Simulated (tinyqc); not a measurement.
# Hole mobility in a silicon inversion layer, empirical terms and Matthiessen rule, step by step

Numbers from tinyqc (`OMP_NUM_THREADS=1 python tinyqc.py 2510042 2510043 out.jsonl`; about 0.01 s on one thread of a shared Intel Xeon 2.30GHz). Printed values are rounded.

Inversion layer of sheet density Ns on a uniformly doped body. The mobility terms are empirical power laws with prefactors chosen for the exercise; adding their inverses (Matthiessen) is itself an approximation.

Values chosen for this exercise; material values close to those of silicon: temperature T = 350 K; band gap Eg = 1.12 eV; relative permittivity of the semiconductor eps_r = 11.5; conduction-band density of states at T Nc = 3.57e19 cm^-3; valence-band density of states at T Nv = 3.3e19 cm^-3; body doping Nb = 1.8e18 cm^-3; reverse body bias Vsb = 0 V; weight of the inversion charge in the effective field eta = 0.3333; gate capacitance Cox = 1.68 uF/cm^2; phonon-limited mobility at 1 MV/cm and 300 K Ap = 132 cm^2/(V s); roughness-limited mobility at 1 MV/cm As = 533 cm^2/(V s); exponent of the roughness term gs = 1; Coulomb prefactor Ac = 1300 cm^2/(V s); charge at the interface Nit = 3.5e10 cm^-2; inversion density Ns = 1.1e12 cm^-2; ratio W/L WL = 5; drain voltage Vd = 0.05 V; measured linear current I = 2.04 uA.

Constants: q = 1.602176634e-19 C, kB = 1.380649e-23 J/K, Vt = kB T/q, eps0 = 8.8541878128e-14 F/cm where lengths are in cm. Results are converted to the units shown.

## Depletion charge and effective field

ni = sqrt(Nc Nv) exp(-Eg/(2 Vt)), Eg in volts; Ndep = sqrt(2 eps0 eps_r Nb (2 Vt ln(Nb/ni) + Vsb)/q); E = q (Ndep + eta Ns)/(eps0 eps_r), in MV/cm.

ni = 2.964463e11 cm^-3
Ndep = 4.642843e12 cm^-2
E = 0.7882353 MV/cm

The depletion charge gives 92.7 % of the field.

## Mobility terms and their sum

With t = T/(300 K): muC = Ac (Ns/1e12 cm^-2) t/(Nb/1e17 cm^-3 + Nit/1e11 cm^-2), muP = Ap E^(-1/3) t^(-1.75), muS = As E^(-gs); 1/mu is the sum of the inverses.

terms (cm^2/(V s)): Coulomb 90.91735, phonon 109.1101, roughness 676.1940
mu = 46.20449 cm^2/(V s)
shares of 1/mu (%): Coulomb 50.82032, phonon 42.34665, roughness 6.833023

The Coulomb term limits most.

## Iteration 1: inversion density for the measured current

Ns at the start = 5.5e11 cm^-2

I = (W/L) q Ns mu Vd. E = q (Ndep + eta Ns)/(eps0 eps_r) in MV/cm. With t = T/(300 K): muC = Ac (Ns/1e12 cm^-2) t/(Nb/1e17 cm^-3 + Nit/1e11 cm^-2), muP = Ap E^(-1/3) t^(-1.75), muS = As E^(-gs); 1/mu is the sum of the inverses. Ns(new) = I/((W/L) q mu Vd).

E = 0.7593909 MV/cm
mu = 30.79328 cm^2/(V s)
Ns after iteration 1 = 1.653955e12 cm^-2

## Iteration 2: inversion density for the measured current

As before.

E = 0.8172871 MV/cm
mu = 55.17303 cm^2/(V s)
Ns after iteration 2 = 9.231089e11 cm^-2

## Course of the iteration: inversion density for the measured current

Stop when Ns changes by less than 1e5 cm^-2, or after 120 iterations.

Course of the iteration:
```
iteration   Ns (cm^-2)  |change| (cm^-2)
1          1.653955e12           1.10e12
2          9.231089e11           7.31e11
3          1.206910e12           2.84e11
4          1.054307e12           1.53e11
5          1.125865e12           7.16e10
6          1.089817e12           3.60e10
7          1.107367e12           1.75e10
8          1.098676e12            8.69e9
9          1.102944e12            4.27e9
...                ...               ...
17         1.101538e12            1.48e7
18         1.101531e12            7.28e6
19         1.101534e12            3.59e6
20         1.101533e12            1.77e6
21         1.101533e12            8.70e5
22         1.101533e12            4.28e5
23         1.101533e12            2.11e5
24         1.101533e12            1.04e5
25         1.101533e12            5.12e4
```

Converged in 25 iterations. At the end each change is about 0.49 times the one before, with alternating sign: linear convergence.

## Split C-V extraction

```
point  Vg (V)  Cgc (uF/cm^2)       I (uA)
0           0    7.983111e-4  1.529357e-7
1         0.1    0.008076708  1.569614e-5
2         0.2     0.07860759  0.001526671
3         0.3      0.5590938   0.09584909
4         0.4       1.403152     1.286156
5         0.5       1.648000     4.075522
6         0.6       1.676796     7.353532
7         0.7       1.679684     10.66653
8         0.8       1.679969     13.90567
9         0.9       1.679997     17.04149
10          1       1.680000     20.06729
11        1.1       1.680000     22.98451
12        1.2       1.680000     25.79775
```

Q(Vg) is the trapezoid sum of Cgc from the first point (where Q is taken as 0); mu_eff = I/((W/L) Q Vd); mu_FE = (dI/dVg)/((W/L) Cox Vd) with a backward difference. Listed from point 4 on.

```
point  Q (uC/cm^2)  mu_eff (cm^2/(V s))  mu_FE (cm^2/(V s))
4        0.1347753             38.17184            28.34063
5        0.2873330             56.73587            66.41348
6        0.4535728             64.84985            78.04785
7        0.6213968             68.66166            78.88102
8        0.7893794             70.46379            77.12219
9        0.9573777             71.20068            74.66238
10        1.125378             71.32642            72.04290
11        1.293378             71.08369            69.45770
12        1.461378             70.61214            66.98182
```

At the last point mu_FE is 5.1 % below mu_eff: where the mobility falls with gate voltage the slope of I understates it.
